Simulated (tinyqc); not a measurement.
Worked calculation: geometry relaxation of a small cluster. Computed by tinyqc, a small Python program that keeps every step. Command: `OMP_NUM_THREADS=1 python tinyqc.py 3020168 3020169 out.jsonl relax walk`. One thread of a shared host (Intel(R) Xeon(R) Processor @ 2.30GHz), about 0.01 s of CPU time with the checks. Intermediate numbers are printed to about 6 digits and carried at full precision; extremes and crossings named in words are read from the listed rows.

E = sum_(i<j) phi(r_ij), phi(r) = eps [exp(-2 alpha (r - r0)) - 2 exp(-alpha (r - r0))]; the force on i is -sum_j phi'(r_ij) (R_i - R_j)/r_ij.

Inputs (values chosen for the exercise, for model atoms): length r0 = 2.76 angstrom; well depth eps = 0.59 eV; stiffness alpha = 1.4 1/angstrom; step factor eta = 0.19 angstrom^2/eV; largest number of steps = 500.

Potential: Morse. Method: conjugate gradient.

starting positions (angstrom), rows atom 1, atom 2, atom 3, atom 4, columns x, y, z:
$$\begin{pmatrix}
0.03 & 0.22 & 0.07 \\
2.79 & -0.12 & 0.17 \\
1.26 & 2.35 & -0.33 \\
1.2 & 0.7 & 2.12
\end{pmatrix}$$

## Energy and forces at the start

Evaluate E and the forces at the starting positions.

distances (angstrom): 1-2 2.78266, 1-3 2.49195, 1-4 2.40869, 2-3 2.94819, 2-4 2.64632, 3-4 2.95442

energy at the start = -3.09623 eV

forces (eV/angstrom), rows atom 1, atom 2, atom 3, atom 4, columns x, y, z:
$$\begin{pmatrix}
-1.32454 & -1.28399 & -1.28317 \\
-0.00136 & 0.14888 & -0.29790 \\
0.68692 & 0.52209 & 0.12277 \\
0.63898 & 0.61303 & 1.45830
\end{pmatrix}$$

## The first two steps

Conjugate gradient (Polak-Ribiere): d = F + beta d(old), beta = max(0, F.(F - F(old))/|F(old)|^2), d = F at first; step length from one secant, s = eta (F.d)/(F.d - F(R + eta d).d), replaced by eta if that is not positive; R(new) = R + s d. No atom moves more than 0.3 angstrom a step (the whole step is scaled). Stop when the largest force component is below 1e-5 eV/angstrom.

positions after step 1 (angstrom), rows atom 1, atom 2, atom 3, atom 4, columns x, y, z:
$$\begin{pmatrix}
-0.14683 & 0.04858 & -0.10131 \\
2.78982 & -0.10012 & 0.13023 \\
1.35171 & 2.41970 & -0.31361 \\
1.28531 & 0.78184 & 2.31469
\end{pmatrix}$$

energy after step 1 = -3.37266 eV

positions after step 2 (angstrom), rows atom 1, atom 2, atom 3, atom 4, columns x, y, z:
$$\begin{pmatrix}
-0.15595 & -0.02248 & -0.15684 \\
2.69766 & -0.03416 & 0.10616 \\
1.41809 & 2.35465 & -0.23019 \\
1.32020 & 0.85200 & 2.31088
\end{pmatrix}$$

energy after step 2 = -3.43574 eV

## All steps

The formulas are those given above.

Course of the relaxation:
```
step    E (eV)  largest force (eV/angstrom)  force calls
0     -3.09623                  1.45830e+00            1
1     -3.37266                  5.92145e-01            3
2     -3.43574                  5.11497e-01            5
3     -3.52050                  2.10669e-01            7
4     -3.53800                  7.63137e-02            9
5     -3.53950                  3.09893e-02           11
6     -3.53994                  1.04653e-02           13
7     -3.54000                  7.31547e-04           15
8     -3.54000                  1.53079e-04           17
9     -3.54000                  4.89978e-05           19
10    -3.54000                  5.41015e-06           21
```

final positions (angstrom), rows atom 1, atom 2, atom 3, atom 4, columns x, y, z:
$$\begin{pmatrix}
-0.05977 & 0.00083 & -0.07043 \\
2.69583 & -0.08583 & 0.05917 \\
1.39987 & 2.34188 & -0.15138 \\
1.24407 & 0.89312 & 2.19264
\end{pmatrix}$$

final energy = -3.54 eV

steps = 10

largest force at the end = 5.41015e-06 eV/angstrom

Converged in 10 steps.

## Curvatures at the end

Hessian at the final positions by central differences of the forces; six eigenvalues vanish (translations and rotations). Steepest descent is stable for eta below 2/lambda_max and contracts the softest mode by 1 - eta lambda_min a step.

non-zero eigenvalues (eV/angstrom^2): [2.31280, 2.31280, 4.62559, 4.62560, 4.62561, 9.25121]

condition number = 4.00001

largest stable eta = 0.216188 angstrom^2/eV

contraction of the softest mode = 0.560568

All are positive, so the end point is a minimum.

## Four methods from the same start

Steepest descent: R(new) = R + eta F. BFGS: R(new) = R + B F with the inverse Hessian B = eta 1 at first; with s = R(new) - R, y = F - F(new), rho = 1/(y.s): B(new) = (1 - rho s y^T) B (1 - rho y s^T) + rho s s^T, skipped if y.s is not positive. FIRE with unit mass: if F.v > 0, v = (1 - a) v + a |v| F/|F|, and after more than 5 such steps in a row dt = min(1.1 dt, 5 dt0), a = 0.99 a; else v = 0, a = 0.1, and dt = dt/2 (not at the first step). Then v = v + dt F, R(new) = R + dt v. dt0 = sqrt(eta), a = 0.1 at first. In this comparison each method may take up to 1500 steps.

Cost:
```
method              steps  force calls  final E (eV)  calls to reach 1e-2
steepest descent       38           39         -3.54                   15
conjugate gradient     10           21         -3.54                   15
BFGS                   11           12         -3.54                    7
FIRE                   95           96         -3.54                   33
```

In force calls the order is BFGS (12), conjugate gradient (21), steepest descent (39), FIRE (96). All that converged end at the same energy. Near the minimum steepest descent multiplies the slowest mode by 0.758 in size a step, 8 steps a decade of force, at a condition number of 4.0. On this problem it beats FIRE in force calls.

Checks made by the program: forces against finite differences of E (relative difference 1e-10).
